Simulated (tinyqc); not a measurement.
# Esaki diode in forward bias, two-band WKB: effects of single changes

Abrupt p-n junction, depletion approximation. Energies E are counted from the conduction-band edge of the neutral n side; its Fermi level lies at dn, that of the p side at dn - V, and the valence-band edge of the neutral p side at Em = dn + dp - V. Tunnelling needs 0 < E < Em. Two-band dispersion with equal masses m: inside the gap kappa = sqrt(m u (1 - u/Eg)/C), u the distance from a band edge, C = hbar^2/(2 m0).

Parameters, values chosen for the exercise; band and dielectric values close to those of In0.53Ga0.47As: temperature T = 200 K; band gap Eg = 0.746 eV; relative permittivity eps_r = 14.1; conduction-band density of states at 200 K Nc = 1.13e17 cm^-3; valence-band density of states at 200 K Nv = 4.13e18 cm^-3; band-edge mass of the two-band model m = 0.05 m0; acceptor density Na = 2.7e19 cm^-3; donor density Nd = 6.8e18 cm^-3; bias of the p side V = 0.12 V.

Constants: q = 1.602176634e-19 C, kB = 1.380649e-23 J/K, hbar = 1.054571817e-34 J s, h = 6.62607015e-34 J s, m0 = 9.1093837015e-31 kg, Vt = kB T/q, eps0 = 8.8541878128e-14 F/cm where lengths are in cm, hbar^2/(2 m0) = 0.0380998212 eV nm^2. Results are converted to the units shown.

Each table varies one quantity; the others keep the values above.

## Current against forward bias

Nd = Nc F12(dn/Vt), Na = Nv F12(dp/Vt), F12(x) = (2/sqrt(pi)) int_0^infinity sqrt(u)/(1 + exp(u - x)) du; dn = EF - Ec on the n side, dp = Ev - EF on the p side (negative outside the bands); Vbi = Eg + dn + dp. W = sqrt(2 eps0 eps_r (Vbi - V)(1/Na + 1/Nd)/q), mean field F = (Vbi - V)/W, peak field 2 F. In a uniform field F the exponent is S = pi sqrt(m/C) Eg^1.5/(4 F). Transverse energy Et = C kt^2/m raises it to S (1 + 4 Et/Eg), so T = exp(-S) exp(-Et/Eb) with Eb = Eg/(4 S). KJ = (2 q^2/h) m/(4 pi C) (times 1e14 for A/cm^2 per eV^2). J = KJ exp(-S) Eb times the integral from 0 to Em of [f(E - dn) - f(E - dn + V)] [1 - exp(-min(E, Em - E)/Eb)] dE, f(x) = 1/(1 + exp(x/Vt)), with S and Eb from the mean field; J > 0 flows from p to n.

Current against forward bias:
```
V (V)  mean field (MV/cm)      S  J (A/cm^2)
0.023              0.6224  9.315       28.69
0.057              0.6128  9.460       50.79
0.092              0.6028  9.618       51.93
0.126              0.5928  9.779       45.18
0.16               0.5828  9.948       37.87
0.194              0.5725  10.13       31.27
0.228              0.5621  10.31       25.38
0.263              0.5511  10.52       19.64
0.297              0.5402  10.73       13.42
0.331              0.5292  10.96       6.373
0.365              0.5178  11.20       1.172
```

J peaks at 51.9 A/cm^2 at V = 0.092 V among the rows, 0.24 of the overlap dn + dp = 0.388 V, and falls to 1.17 A/cm^2 at 0.365 V: a negative differential resistance. The Fermi levels part as V grows, but the window Em = dn + dp - V shrinks and closes at V = 0.388 V, and S rises from 9.31 to 11.2. Excess and diffusion currents, which fill the valley of a real diode, are not in the model.

## Exponent along the true band profile

Along the true parabolic profile the field at the point where the conduction edge stands at e = E + u is sqrt(2 q Nd e/(eps0 eps_r)) for e < a D and sqrt(2 q Na (D - e)/(eps0 eps_r)) above, D = Vbi - V, a = Na/(Na + Nd); S(E) = 2 int_0^Eg kappa(u) du/field.

Results:
```
E (eV)   S(E)  S(E)/S of the mean field
0.016   8.116                    0.8325
0.046   7.555                    0.7749
0.105   6.837                    0.7012
0.134   6.586                    0.6755
0.164   6.383                    0.6546
0.193   6.240                    0.6400
0.223   6.158                    0.6316
0.252   6.174                    0.6332
```

Estimate the missing row, E = 0.075 eV.

Computed row:
```
E (eV)   S(E)  S(E)/S of the mean field
0.075   7.161                    0.7344
```

With this row back in the table: S(E) goes from 8.12 through a minimum of 6.16 (at E = 0.223 eV among the rows listed) to 6.17. The mean field gives S = 9.75 and the peak field 4.87; the smallest S(E) is 0.63 of the mean-field value, so the mean field understates the best transmission by a factor of 36.3.

Range of the model: Parabolic densities of states, no band tails and no gap narrowing, all of which matter at such doping.

tinyqc, about 0.01 s, one thread, Intel Xeon 2.30GHz (shared host): `OMP_NUM_THREADS=1 python tinyqc.py 2620014 2620015 out.jsonl`
